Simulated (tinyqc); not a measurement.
# FinFET, parasitic resistance, capacitance and delay: effect of the contacted gate pitch

Nf fins under one contact; each has gated perimeter p = 2 Hf + Wf and cross-section A = Hf Wf; contact width Wc = Nf pf, stack height Hs = Hf. Contact length Lc = CPP - Lg - 2 Lsp, shared by two neighbouring gates. Source and drain sides are equal. The formulas are first-order estimates, not field solutions.

Epitaxy sheet resistance Rsh = re/te, transfer length LT = sqrt(rc/Rsh), contact Rc = [sqrt(rc Rsh)/Wc] coth(Lc/(2 LT)); extension of one fin Rx = rx Lsp/A. With N fins: gate Cg = Cinv p N Lg; per side, plate Cp = ks eps0 [Wc (Hs + Hc) - N A]/Lsp, top fringe Cf = (2/pi) ks eps0 Wc ln(1 + Lg/(2 Lsp)), overlap Co = Cinv p N Lov. One fin: I = p Q vx u/(1 + |u|^1.8)^(1/1.8), Q = Cinv n Vt ln(1 + exp((Vg' - VT + dl Vd')/(n Vt))), u = Vd' mu/(vx Lg), Vg' = Vgs - v, Vd' = Vds - 2 v, with the drop on each side v = Rc (sum of I) + Rx I. Ieff = [I(Vgs = Vdd, Vds = Vdd/2) + I(Vdd/2, Vdd)]/2, total currents. With Cs = Cp + Cf + Co, the load of an inverter of two such devices driving an equal one is CL = 2 (Cg + 2 Cs) + 4 Cs + Cw (own drains counted twice for the Miller effect); delay CL Vdd/(2 Ieff).

Parameters, values chosen for the exercise; values close to those of silicon logic devices:
- T = 300 K (temperature)
- Nf = 3 (number of fins)
- Hf = 60 nm (fin height)
- Wf = 5 nm (fin width)
- pf = 42 nm (fin pitch)
- Lg = 14 nm (gate length)
- Lsp = 7 nm (spacer length)
- ks = 7 (relative permittivity of the spacer)
- Hc = 15 nm (gate height above the channel stack)
- rc = 2.6e-9 ohm cm^2 (contact resistivity)
- re = 0.00039 ohm cm (resistivity of the source-drain epitaxy)
- te = 15 nm (current-carrying depth of the epitaxy)
- rx = 0.00095 ohm cm (resistivity of the extension)
- Lov = 1.5 nm (gate overlap)
- Cinv = 2.6 uF/cm^2 (inversion capacitance)
- vx = 8.9e6 cm/s (injection velocity)
- mu = 200 cm^2/(V s) (apparent mobility)
- VT = 0.3 V (threshold at zero drain voltage)
- dl = 0.042 V/V (barrier lowering)
- n = 1.15 (subthreshold factor)
- Cw = 0.23 fF (wire load)
- Vdd = 0.7 V (supply voltage)

Constants: q = 1.602176634e-19 C, kB = 1.380649e-23 J/K, eps0 = 8.8541878128e-12 F/m, Vt = kB T/q. Results are converted to the units shown.

The same in every row: Rx/N (ohm) = 73.89; CL (aF) = 1253.

Results:
```
CPP (nm),Rc (ohm),Ieff (uA),delay (ps)
36,518.6,126.1,3.479
42,299.6,151.1,2.902
54,167.6,169.0,2.595
60,139.8,173.1,2.534
66,121.4,175.9,2.493
72,108.5,177.9,2.465
78,99.06,179.4,2.445
```

Estimate the missing row, CPP = 48 nm.

Computed row:
```
CPP (nm),Rc (ohm),Ieff (uA),delay (ps)
48,213.2,162.5,2.699
```

With this row back in the table: As CPP goes from 36 to 78 nm, Ieff rises from 126 to 179 uA, CL stays at 1250 aF and the delay falls from 3.48 to 2.44 ps. Only the contact length changes, so the capacitance stays and the pitch acts through Rc.

Numbers from tinyqc (`OMP_NUM_THREADS=1 python tinyqc.py 2170017 2170018 out.jsonl`; about 0.03 s on one thread of a shared Intel Xeon 2.30GHz).
